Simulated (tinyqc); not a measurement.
sp3s* tight binding: sweeps and comparisons. A value that a table varies takes the place of the one given here.

sp3s* tight binding, nearest neighbours only: anion (a) at 0, cation (c) at a/4 (1,1,1), orbitals s, px, py, pz, s* on each; k in units of 2 pi/a. With phases e_j = exp(i (pi/2) k.n_j) for n = (1,1,1), (1,-1,-1), (-1,1,-1), (-1,-1,1): g0 = (e1+e2+e3+e4)/4, g1 = (e1+e2-e3-e4)/4, g2 = (e1-e2+e3-e4)/4, g3 = (e1-e2-e3+e4)/4. The diagonal holds the levels Esa, Epa, Exa (s*) and Esc, Epc, Exc. Anion-cation block: <sa|sc> = Vss g0; <sa|xc> = Vsapc g1; <xa|sc> = -Vscpa g1; <xa|xc> = Vxx g0; <xa|yc> = <ya|xc> = Vxy g3, <xa|zc> = <za|xc> = Vxy g2, <ya|zc> = <za|yc> = Vxy g1; <s*a|xc> = Vxapc g1; <xa|s*c> = -Vpaxc g1; y and z take g2 and g3 in place of g1; s-s* and s*-s* vanish.

Values chosen for the exercise (near a published set for InP, fitted to gaps, whose masses and valley positions are rough; the results hold for these values, not for the real material):
```
symbol  value   unit  meaning
Esa     -8.509  eV    s level of the anion
Epa     0.88    eV    p level of the anion
Esc     -1.482  eV    s level of the cation
Epc     4.034   eV    p level of the cation
Exa     8.258   eV    s* level of the anion
Exc     7.047   eV    s* level of the cation
Vss     -5.332  eV    s-s
Vxx     1.866   eV    px-px
Vxy     4.258   eV    px-py
Vsapc   2.241   eV    s anion, p cation
Vscpa   5.574   eV    s cation, p anion
Vxapc   3.481   eV    s* anion, p cation
Vpaxc   4.485   eV    p anion, s* cation
eta     3             scaling exponent
D001    1.15          ratio -ezz/exx
```

## What the s* orbital does

The s* couplings Vxapc and Vpaxc are scaled by f; f = 0 is the plain sp3 model. Gaps from the top of the valence band at Gamma; the Delta value is the minimum on (x,0,0), 0.5 <= x <= 1.

Gaps (eV):
```
f,Gamma,Delta,L,x of the minimum
0.00,1.3762,3.6572,2.7711,0.500
0.25,1.3762,3.5833,2.6954,0.500
0.50,1.3762,3.3824,2.4880,0.500
0.75,1.3762,3.0996,2.1926,0.500
0.90,1.3762,2.6980,1.9908,1.000
1.00,1.3762,2.4046,1.8504,1.000
1.10,1.3762,2.1046,1.7071,1.000
```

The gap at Gamma stays, since g1 to g3 vanish there. From f = 0 to 1 the s* levels lower the Delta value by 1.253 eV and L by 0.921 eV. For f = 0, 0.25, 0.5 and 0.75 the least value lies at x = 0.5, the end of the range: any valley further out lies above that value until s* has lowered it enough. The lowest of the three is Gamma at both f = 0 and f = 1.

## Hydrostatic strain (sp3s* tight binding, strained)

Strain e moves each bond vector to d = (1 + e) d0 (no internal displacement for the diagonal strains used here) and k is given in fractions of the strained reciprocal cell, so the phases stay. Two-centre values Vss_sigma = Vss/4, Vsp_sigma = sqrt3 V/4 for each s-p and s*-p pair, Vpp_sigma = (Vxx + 2 Vxy)/4, Vpp_pi = (Vxx - Vxy)/4 are scaled by (d0/d)^eta and combined with the new direction cosines; the levels on the diagonal stay.

exx = eyy = ezz = e. Gaps as measured from the top of the valence band; the deformation potentials are (gap(0.01) - gap(-0.01))/0.06.

Gaps (eV):
```
e,Gamma,Delta,L,x of the minimum
-0.03,1.9469,2.3221,2.0536,1.000
-0.02,1.7470,2.3502,1.9837,1.000
-0.01,1.5570,2.3777,1.9159,1.000
0.00,1.3762,2.4046,1.8504,1.000
0.01,1.2042,2.4309,1.7871,1.000
0.02,1.0405,2.4566,1.7260,1.000
0.03,0.8848,2.4815,1.6670,1.000
```

gap deformation potentials (eV): Gamma -5.880, Delta 0.887, L -2.147

Per unit of volume strain the gaps move by -5.88 (Gamma), +0.89 (Delta) and -2.15 eV (L). The lowest valley stays Gamma over the range. These potentials follow from the one exponent eta, which fitted models replace by one for each integral; with it the sizes are rough, the sign for Delta can be wrong (in Si, Ge and the III-V crystals measured values are small and positive), and the pressures at which valleys cross, and which valley takes over, are rough too. A gap of zero, where one is listed, marks an s level that has sunk below the valence top.

## Biaxial strain splits the top of the valence band (sp3s* tight binding, strained)

No spin-orbit coupling; k = 0; exx = eyy = e, ezz = -D001 e. The four bonds keep equal lengths, and the sums over them give Vxx(e) for px and py and Vzz(e) for pz; each level is the lower root of [[Epa, V], [V, Epc]], and the s level the upper root of the s block. The shear potential b follows from E(x,y) - E(z) = 3 b (exx - ezz), taken as the slope between e = -0.005 and 0.005.

Couplings and levels at Gamma (eV):
```
e,ezz,Vxx(e),Vzz(e),"E(x,y)",E(z),"E(x,y) - E(z) (meV)",upper s level
-0.020,0.0230,1.7713,2.1482,0.0854,-0.2079,293.3,1.4639
-0.010,0.0115,1.8197,2.0055,0.0490,-0.0943,143.3,1.4274
-0.005,0.0057,1.8431,1.9354,0.0313,-0.0395,70.8,1.4088
0.005,-0.0057,1.8883,1.7974,-0.0032,0.0658,-69.0,1.3710
0.010,-0.0115,1.9101,1.7297,-0.0199,0.1163,-136.2,1.3518
0.020,-0.0230,1.9519,1.5968,-0.0523,0.2127,-265.1,1.3127
```

b = -2.168 eV

Under tension in the plane (e > 0) the bonds tilt towards the plane, Vxx grows to 1.9101 and Vzz falls to 1.7297 eV at e = 0.01, and the pz state forms the top of the valence band, by 136.2 meV; under compression (e = -0.01) the px, py pair does, by 143.3 meV. The slope gives b = -2.17 eV, a rough value, since on-site strain terms are left out (measured values lie near -2 eV).

## What each parameter does

Gaps from the top of the valence band at Gamma; Delta is the minimum on (x,0,0), 0.5 <= x <= 1. Each row changes one parameter from the base and keeps the others.

Results:
```
case,Ev (eV),gap Gamma (eV),gap Delta (eV),gap L (eV)
base,0.0139,1.3762,2.4046,1.8504
Vxapc = 3.181 eV,0.0139,1.3762,2.6579,1.9264
Vpaxc = 4.185 eV,0.0139,1.3762,2.4046,1.8811
Exa = 7.958 eV,0.0139,1.3762,2.3261,1.8272
Exc = 6.847 eV,0.0139,1.3762,2.4046,1.8408
Vsapc = 2.041 eV,0.0139,1.3762,2.3481,1.7971
Vxx = 2.166 eV,-0.2223,1.6123,2.6408,2.1365
```

The largest shifts from the base row, up to three for each result and ties (the steps differ in size, so this ranks the rows, not the parameters). Ev (eV): Vxx -0.2361; unchanged at the printed digits by Vxapc, Vpaxc, Exa, Exc and Vsapc. gap Gamma (eV): Vxx +0.2361; unchanged at the printed digits by Vxapc, Vpaxc, Exa, Exc and Vsapc. gap Delta (eV): Vxapc +0.2533, Vxx +0.2361, Exa -0.0785; unchanged at the printed digits by Vpaxc and Exc. gap L (eV): Vxx +0.2861, Vxapc +0.0760, Vsapc -0.0534. Vxapc, Vpaxc, Exa, Exc and Vsapc cannot move Ev or the gap at Gamma, whose blocks do not hold them; s parameters never move Ev, and move the gap only where the lowest empty level at Gamma is s-like.

Run: tinyqc, `OMP_NUM_THREADS=1 python tinyqc.py 1451489 1451490 out.jsonl`; Intel(R) Xeon(R) Processor @ 2.30GHz, one thread, shared host; about 0.1 s of CPU time with all checks.
